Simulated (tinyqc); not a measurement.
Inside a calculation: k.p theory built from an empirical-pseudopotential calculation at Gamma. Values are carried at full precision from step to step, so a last printed digit may differ when a step is redone from the rounded ones.

Empirical pseudopotential on the fcc lattice, atoms at +/- tau, tau = a (1,1,1)/8, no spin-orbit coupling. H(G,G') = c (2 pi/a)^2 |k + G|^2 delta + VS(q) cos(q.tau) + i VA(q) sin(q.tau), q = G - G', c = hbar^2/2m0; k and G in units of 2 pi/a; VS at |q|^2 = 3, 8, 11 and VA at 3, 4, 11, in rydberg, zero elsewhere. The basis is fixed: all 113 G with |G|^2 up to Gcut. Energies are counted from the fourth level at Gamma.

Constants: hbar^2/2m0 = 3.80998211 eV angstrom^2; Ry = 13.60569312 eV.

Inputs chosen for the exercise (near those of Si; shifted at random, so the results belong to these values and not to a real crystal): a = 5.42 angstrom (lattice constant); VS = (-0.216, 0.041, 0.079) Ry (symmetric form factors); VA = (0, 0, 0) Ry (antisymmetric form factors); Gcut = 20 (2 pi/a)^2 (largest |G|^2 of the fixed basis).

## Levels at Gamma

Diagonalise H at k = 0 and group equal levels.

Multiplets at Gamma:
```
multiplet  degeneracy    E (eV)
1                   1  -12.6720
2                   3    0.0000
3                   3    3.4757
4                   1    3.8410
5                   1    7.7338
6                   2    8.0366
7                   3   12.5552
8                   1   14.5585
9                   3   27.6065
```

The lowest empty multiplet is a triplet at 3.476 eV; the lowest empty singlet (s-like) is multiplet 4.

## Mass of the s-like conduction level (multiplet 4)

For a multiplet A of d_A states, W(B) = (4 c/(3 d_A)) sum over n in A, m in B and i = x, y, z of |<n|G_i|m>|^2 (G in 1/angstrom, <n|G_i|m> = sum_G c_n(G)* G_i c_m(G)); the mean inverse mass of A is 1 + sum_B W(B)/(E_A - E_B). Multiplets with W = 0 are left out.

List the couplings (the first eight at most); W to the valence triplet is the Kane energy Ep.

Couplings:
```
multiplet B  degeneracy  E_B (eV)   W (eV)  W/(E_A - E_B)
2                     3    0.0000  21.5439         5.6089
7                     3   12.5552   0.0487        -0.0056
11                    3   29.2233   0.4907        -0.0193
20                    3   46.0174   0.0935        -0.0022
22                    3   46.7906   0.0842        -0.0020
25                    3   52.3498   0.0211        -0.0004
34                    3   84.9902   0.0511        -0.0006
38                    3   87.8792   0.0339        -0.0004
```

sum over the higher multiplets = -0.0003
1/m = 6.5780

Ep = 21.54 eV. The valence triplet gives 5.61, all other levels together -0.03; m = 0.1520, against 0.1513 for two levels alone.

## Valence parameters

Fold all other levels onto the valence triplet: D(u) = c + 4 c^2 sum_m <n|u.G|m><m|u.G|n'>/(0 - E_m), in units of c. Along [100] its eigenvalues are L (once) and M (twice); along [111] (L + 2M + 2N)/3 (once) and (L + 2M - N)/3 (twice). Then g1 = -(L + 2M)/3, g2 = -(L - M)/6, g3 = -N/6.

eigenvalues along [100]: -6.392  -3.495  -3.495

eigenvalues along [111]: -10.564  -1.409  -1.409

L, M, N: -6.392  -3.495  -9.156

g1, g2, g3: 4.461  0.483  1.526

With spin-orbit coupling added at fixed g1, g2, g3 and large against the hole energy these give heavy and light masses along [100] of 0.286 and 0.184. The s-like level alone adds Ep/(3E) = 1.87 to g1. Local form factors fix Ep and the gap only roughly, so these values can lie far from measured ones.

## Checks

- 1/m of the s-like level from the sum against the curvature of the band: both 6.578.
- L and M against the curvatures along [100]: largest relative difference 3.7e-07.

Computed by tinyqc, a small Python program: `OMP_NUM_THREADS=1 python tinyqc.py 1051571 1051572 out.jsonl` (the numbers bound the seed that draws the inputs); one thread of a shared host (Intel(R) Xeon(R) Processor @ 2.30GHz), about 0.8 s for the whole set of steps.
